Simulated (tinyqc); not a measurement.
Oxidation of curved silicon (wires and holes): cylindrical Deal-Grove kinetics with stress-retarded reaction: one step, computed by the program tinyqc. Command: `OMP_NUM_THREADS=1 python tinyqc.py 3028709 3028710 out.jsonl wireox walk`. One thread of a shared host (Intel(R) Xeon(R) Processor @ 2.30GHz), about 0.01 s of CPU time with the checks.

Silicon fills r < a and oxide a < r < b. One volume of silicon gives 2.25 volumes of oxide, and the length is fixed.

Task: Rate at the start. Geometry: b^2 = b0^2 + 1.25 (a0^2 - a^2), b0 = a0 + x_i. Rate of oxide made per interface area: q = 1/[1/k + 2 a |ln(b/a)|/B], and |da/dt| = q/2.25. Reaction k = (B/A) exp(-sigma V_k/(k_B T)). New oxide pushes the old with radial speed u = 1.25 |da/dt| at r = a; the shear stress at radius r is s_c asinh(z a^2/r^2), z = 2 eta u/(a s_c) (Eyring flow), and the compressive normal stress at the interface is sigma = |int_a^b 2 s/r dr| = s_c |F(z) - F(z a^2/b^2)|, F(y) = int_0^y asinh(w)/w dw. q and sigma are solved together. 1 MPa angstrom^3 = 6.241509e-6 eV.

Inputs (values chosen for the exercise, close to those used for silicon in dry oxygen): starting silicon radius a0 = 39 nm; starting oxide x_i = 1 nm; critical shear stress s_c = 79 MPa; activation volume V_k = 7.1 angstrom^3; temperature T = 825 C.

Shape: wire (convex).

B = 2132.528 nm^2/h

B/A = 2.856092 nm/h

low-stress viscosity eta = 5.861754e+17 Pa s

k_B T = 0.09463125 eV

Give: oxide radius b0; rate q without stress; normal stress sigma; factor on the reaction; rate q with stress.

Result:

oxide radius b0 = 40 nm

rate q without stress = 2.8486 nm/h

normal stress sigma = 50.689 MPa

factor on the reaction = 0.97654

rate q with stress = 2.7819 nm/h
